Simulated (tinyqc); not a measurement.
Inside a calculation: valley splitting of a silicon quantum well in envelope theory. Values are carried at full precision from step to step, so a last printed digit may differ when a step is redone from the rounded ones.

Constants: hbar^2/2m0 = 3.80998211 eV angstrom^2; kB = 8.617333262e-05 eV/K.

Parameters, chosen for this exercise (near those of a strained Si well in SiGe; the results hold for these values, not for the real material):
- k0 = 0.846 2 pi/a (valley position)
- a = 5.431 angstrom (lattice constant)
- ml = 0.929 m0 (mass along z)
- F = 7.1 mV/nm (field pressing towards the upper interface)
- w = 0.8 angstrom (interface width parameter)
- L = 36 angstrom (well width)
- V0 = 0.16 eV (conduction offset)
- C0 = 0.252 (Bloch overlap factor)
- Yb = 0.26 (Ge share of the barrier)
- Yw = 0.02 (Ge share of the well)
- ad = 160 angstrom (dot radius)

## Wave number and lengths

q = 2 k0 (2 pi/a), its wavelength, the field length (c/(ml e F))^(1/3) with c = hbar^2/2m0 and 1 mV/nm = 1e-4 eV/angstrom, and the damping factor y/sinh(y), y = pi q w, of a step smoothed as 1/(1 + exp(z/w)).

q = 1.9575 1/angstrom
wavelength = 3.210 angstrom
field length = 17.9 angstrom
damping factor = 0.0718

## The envelope

The well lies at 0 < z < L; U(z) = V0 [1/(1 + exp(z/w)) + 1/(1 + exp((L - z)/w))] - e F z, 1 mV/nm = 1e-4 eV/angstrom. The envelope psi solves -(c/ml) psi'' + U psi = E psi, c = hbar^2/2m0, by three-point differences on a grid of 0.1 angstrom from -40 to L + 40 angstrom. The two valleys at +/- k0 couple through D = C0 times the integral of exp(-i q z) U(z) psi^2, q = 2 k0 (2 pi/a), and split by Ev = 2|D|.

Two lowest levels, mean position, and psi^2 at both interfaces.

levels (meV): [5.97, 61.63]

<z> = 19.9 angstrom
psi^2 at z = 0 and L (1/angstrom): [0.00306, 0.00729]

The field makes psi^2 at the upper interface 2.38 times that at the lower one. The orbital spacing is 55.7 meV.

## Contributions to the coupling

Split D into the lower barrier, the upper barrier and the field term.

Parts of D (micro-eV):
```
part             real  imaginary    size
lower barrier   4.031      2.896   4.963
upper barrier  -5.691    -10.317  11.783
field term     -0.016     -0.039   0.042
```

## Valley splitting and phase

The inter-valley coupling D is the sum of the complex parts; Ev = 2|D|, the valley phase is arg D, and kB T equals Ev at T = Ev/kB.

Ev = 15.3 micro-eV
phase = -1.79 rad
T = 0.18 K

The upper barrier gives the largest part.

## Alloy disorder

Random alloy: with Y(z) = Yw + (Yb - Yw) B(z), B the bracket in U, and in-plane density exp(-r^2/ad^2)/(pi ad^2), D gains a random complex part of variance sigma^2 = (C0^2/pi)(a^2 V0/(8 ad (Yb - Yw)))^2 (4/a) times the integral of psi^4 Y (1 - Y). Alone it gives a mean splitting sqrt(pi) sigma; together with the smooth part the rms splitting is 2 sqrt(|D|^2 + sigma^2).

Give the integral, sigma, the mean splitting from disorder alone and the rms total.

integral = 0.000664 1/angstrom
sigma = 48.3 micro-eV
sqrt(pi) sigma = 85.6 micro-eV
rms splitting = 97.8 micro-eV

|D|/sigma = 0.16: disorder dominates, so the splitting scatters from dot to dot down to zero.

## Checks

- Lowest level for sharp walls and no field against the square well, meV: both 18.9.
- Size of one barrier part in that case against C0 V0 psi(0)^2/sqrt(q^2 + 4 kappa^2), micro-eV: both 1.0e+02.

Computed by tinyqc, a small Python program: `OMP_NUM_THREADS=1 python tinyqc.py 1281709 1281710 out.jsonl` (the numbers bound the seed that draws the inputs); one thread of a shared host (Intel(R) Xeon(R) Processor @ 2.30GHz), about 0.1 s for the whole set of steps.
